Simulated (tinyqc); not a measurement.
Worked calculation: space-charge-limited current through a thin insulating or semi-insulating film with traps. Computed by tinyqc, a small Python program that keeps every step. Command: `OMP_NUM_THREADS=1 python tinyqc.py 3019213 3019214 out.jsonl sclc walk`. One thread of a shared host (Intel(R) Xeon(R) Processor @ 2.30GHz), about 0.01 s of CPU time with the checks. Intermediate numbers are printed to about 6 digits and carried at full precision; extremes and crossings named in words are read from the listed rows.

One ohmic injecting contact at x = 0 (field zero), drift only, non-degenerate free carriers.

Inputs (values chosen for the exercise, modelled on Si3N4):
```
quantity,value,unit
permittivity eps,7.5,-
band mobility mu,0.087,cm^2/(V s)
effective density of states N_c,9.5e+19,1/cm^3
trap density N_t,1.4e+15,1/cm^3
"equilibrium Fermi level below the band edge, E_0",0.85,eV
thickness d,1000,nm
"free density at the anode, in units of N_c",1.2e-06,-
temperature T,300,K
trap level E_t below the band edge,0.28,eV
```

Traps: single level.

Constants: k_B = 8.617333262e-05 eV/K; e = 1.602176634e-19 C; eps_0 = 8.8541878128e-12 F/m.

## Equilibrium and landmark voltages

Free density n_0 = N_c exp(-E_0/k_B T) in equilibrium; trapped density n_t(n) = N_t/(1 + n_1/n), n_1 = N_c exp(-E_t/k_B T). theta = n/(n + n_t) at the anode density; trap-filled-limit voltage V_TFL = e (N_t - n_t(n_0)) d^2/(2 eps eps_0).

n_0 = 499289 1/cm^3

n_t(n_0) = 372006 1/cm^3

theta = 0.587388

V_TFL = 1.68888 V

## One point of the curve

J = e mu n F and (eps eps_0/e) dF/dx = n - n_0 + n_t(n) - n_t(n_0) = rho(n). With F = J/(e mu n): d = (eps eps_0 J/(e^2 mu)) I_1 and V = (eps eps_0 J^2/(e^3 mu^2)) I_2, I_k = int_(n_L)^infinity dn/(n^(k+1) rho(n)), n_L the density at the anode; with u = n_L/n, 200 Gauss-Legendre points in t, u = 1 - (1 - t)^2. Anode field J/(e mu n_L); Mott-Gurney current (9/8) eps eps_0 mu V^2/d^3; ohmic current e n_0 mu V/d.

I_1 = 2.30543e-29 cm^6

I_2 = 1.33632e-43 cm^9

current density J = 0.0145874 A/cm^2

voltage V = 0.606603 V

anode field over mean field V/d = 1.51335

trap-free Mott-Gurney current = 0.0239161 A/cm^2

ohmic current = 4.22169e-11 A/cm^2

J is 0.610 times the trap-free law and 3.46e8 times the ohmic current; theta is 0.587. The field ratio is 1 for ohmic flow, 3/2 for the square law and 2 for a uniform fixed charge; here 1.51.

## The whole curve

The last column is d ln J/d ln V up to the next row.

Current against voltage:
```
n_L (1/cm^3),V (V),J (A/cm^2),slope
5.20e+05,7.39708e-10,6.46492e-20,1.69316
5.10e+06,2.69757e-08,2.85194e-17,1.98034
5.00e+07,2.79050e-07,2.91481e-15,1.99803
4.90e+08,2.74910e-06,2.81624e-13,1.99980
4.80e+09,2.69442e-05,2.70411e-11,1.99999
4.70e+10,2.63837e-04,2.59272e-09,2.00012
4.60e+11,2.58164e-03,2.48312e-07,2.00120
4.60e+12,2.57568e-02,2.47851e-05,2.01081
4.50e+13,2.46803e-01,2.33196e-03,2.06682
4.40e+14,2.12106e+00,1.98862e-01,2.13252
4.30e+15,1.58270e+01,1.44516e+01,2.04769
4.20e+16,1.37651e+02,1.21192e+03,-
```

The slope starts at 1.69, peaks at 2.1 between 2.12 and 15.8 V and ends at 2.05. Rows below 0.26 V (10 k_B T/e) are formal, since diffusion from the contact rules there. Self-heating is left out, although J V exceeds 1e5 W/cm^2 at the last row. No slope between rows exceeds 4, so the step at the trap-filled limit is weak or is smeared by the row spacing.

Checks made by the program: trap-free limit against the Mott-Gurney law (relative difference 5e-08).
